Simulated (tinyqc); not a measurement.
Semiconducting tubes compared: carbon nanotube by zone folding.

Circumference C = n a1 + m a2, a = sqrt3 acc; d = a sqrt(n^2 + nm + m^2)/pi; tan(theta) = sqrt3 m/(2n + m); dR = gcd(2n + m, 2m + n); T = t1 a1 + t2 a2 with t1 = (2m + n)/dR, t2 = -(2n + m)/dR, |T| = sqrt3 pi d/dR; N = 2 (n^2 + nm + m^2)/dR hexagons a cell. On cutting line mu = 0 to N - 1 at x = k|T|/(2 pi) the phases are p1 = 2 pi (-t2 mu + m x)/N, p2 = 2 pi (t1 mu - n x)/N, and E = -/+ t |1 + exp(i p1) + exp(i p2)|.

Parameters, chosen for this exercise (out of a larger set: near those used for carbon; not measured data): t = 2.61 eV (hopping); acc = 1.42 angstrom (bond length); tubes = ((9, 5), (12, 2), (13, 11), (15, 14), (8, 7), (12, 1), (11, 6)) (pairs (n, m)).

E11 and E22 are twice the two lowest band edges; the cone gives E11 d = 2 t acc and E22/E11 = 2.

Tubes:
```
(n,m)    d (angstrom)  theta (deg)  (n - m) mod 3  E11 (eV)  E22 (eV)  E11 d/(2 t acc)  E22/E11
(9,5)            9.62         20.6              1    0.7593    1.5558            0.985    2.049
(12,2)          10.27          7.6              1    0.7056    1.4965            0.977    2.121
(13,11)         16.29         27.2              2    0.4554    0.9017            1.001    1.980
(15,14)         19.67         28.9              1    0.3763    0.7523            0.998    1.999
(8,7)           10.18         27.8              1    0.7240    1.4454            0.994    1.996
(12,1)           9.81          4.0              2    0.7725    1.4326            1.022    1.854
(11,6)          11.69         20.4              2    0.6389    1.2334            1.008    1.931
```

E11 follows 1/d first. For mod 1 the scaled E11 lies below one (0.977 to 0.998) and E22/E11 on both sides of two (1.996 to 2.121). For mod 2 the scaled E11 lies above one (1.001 to 1.022) and E22/E11 below two (1.854 to 1.980). The largest departure of the scaled E11 is that of (12,2); warping acts as cos(3 theta)/d, most for thin tubes near zigzag. Below about 8 angstrom curvature, left out of zone folding, changes the gaps further.

(tinyqc, `OMP_NUM_THREADS=1 python tinyqc.py 1481017 1481018 out.jsonl`, Intel(R) Xeon(R) Processor @ 2.30GHz, 1 thread, shared host, about 0.02 s.)
